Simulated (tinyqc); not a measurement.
Inside a calculation. Model: Deal-Grove kinetics of thermal oxidation of silicon. Computed by tinyqc, a small Python program that keeps every step. Command: `OMP_NUM_THREADS=1 python tinyqc.py 3014384 3014385 out.jsonl oxide walk`. One thread of a shared host (Intel(R) Xeon(R) Processor @ 2.30GHz), about 0.03 s of CPU time with the checks. Intermediate numbers are printed to about 6 digits and carried at full precision; extremes and crossings named in words are read from the listed rows.

Oxidant diffuses through the oxide and reacts at the interface, so that dx/dt = B/(A + 2x) for the oxide thickness x.

Inputs (values chosen for the exercise, close to those used for silicon):
```
quantity                       value    unit
prefactor B0                     814  um^2/h
activation energy E_B           1.22      eV
prefactor (B/A)0            6.29e+06    um/h
activation energy E_A           1.99      eV
temperature T                    850       C
oxidant pressure p                 1     atm
pressure exponent m of B/A      0.79       -
initial oxide x_i              0.002      um
time t                          0.78       h
temperature of step 2, T2       1000       C
time of step 2, t2               2.1       h
```

Ambient: dry oxygen. Surface: (111). Extension: second step.

Constants: k_B = 8.617333262e-05 eV/K.

## Rate constants

B = B0 p exp(-E_B/(k_B T)), B/A = (B/A)0 p^m exp(-E_A/(k_B T)), p in atm; A = B/(B/A). Temperatures in kelvin are T(C) + 273.15.

parabolic constant B = 0.00273063 um^2/h

linear constant B/A = 0.00739876 um/h

length A = 0.369066 um

Reaction at the interface limits growth while x is well below A/2 = 0.185 um, diffusion once x is well above it.

## Thickness after the oxidation

tau = (x_i^2 + A x_i)/B and x = (A/2) [sqrt(1 + 4 B (t + tau)/A^2) - 1], the root of x^2 + A x = B (t + tau). Silicon consumed is 0.44 times the oxide grown; the rate is B/(A + 2x).

tau = 0.271780 h

oxide thickness x = 0.00762436 um

silicon consumed = 0.00247472 um

final growth rate = 0.00710519 um/h

2x/A = 0.0413: the interface reaction limits the rate. Caution: dry oxides grow faster than Deal-Grove predicts below about 0.03 um, so a start from a thinner film underestimates the thickness (a common remedy is x_i = 0.025 um).

## Full law against its linear and parabolic limits

Linear limit x = (B/A)(t + tau); parabolic limit x = sqrt(B (t + tau)).

Thickness (um):
```
t (h)      full  linear limit  parabolic limit      2x/A
0.05   0.002366      0.002381         0.029642  0.012819
0.1    0.002731      0.002751         0.031862  0.014797
0.25   0.003821      0.003861         0.037746  0.020706
0.5    0.005625      0.005710         0.045907  0.030480
1      0.009181      0.009410         0.058930  0.049754
2      0.016106      0.016808         0.078762  0.087277
4      0.029283      0.031606         0.108003  0.158685
8      0.053458      0.061201         0.150290  0.289692
16     0.095618      0.120391         0.210789  0.518163
32     0.165002      0.238771         0.296854  0.894161
```

Both limits lie above the full result, since each drops one resistance. The linear law overshoots by 0.64 % in the first row and 45 % in the last, the parabolic law by 1200 % and 80 %. The linear law is the better one in every row, as 2x/A stays below 1.24.

## A second oxidation in the same ambient

Step 2 starts from the thickness x of step 1, with B and A at T2: tau2 = (x^2 + A2 x)/B2 and x2 = (A2/2) [sqrt(1 + 4 B2 (t2 + tau2)/A2^2) - 1].

B2 = 0.0120571 um^2/h

A2 = 0.144553 um

tau2 = 0.0962305 h

thickness after both steps x2 = 0.105780 um

## Two steps, the one at T2 first

First t2 at T2 from x_i, then t at T from the thickness reached.

thickness after t2 at T2 = 0.103328 um

final thickness in this order = 0.107004 um

The order changes the result by 1.2 %: ending with the larger A gives the thicker film, since A differs between the steps and the times are not simply additive.

Checks made by the program: closed form against Runge-Kutta integration of dx/dt (relative difference below 1e-10).
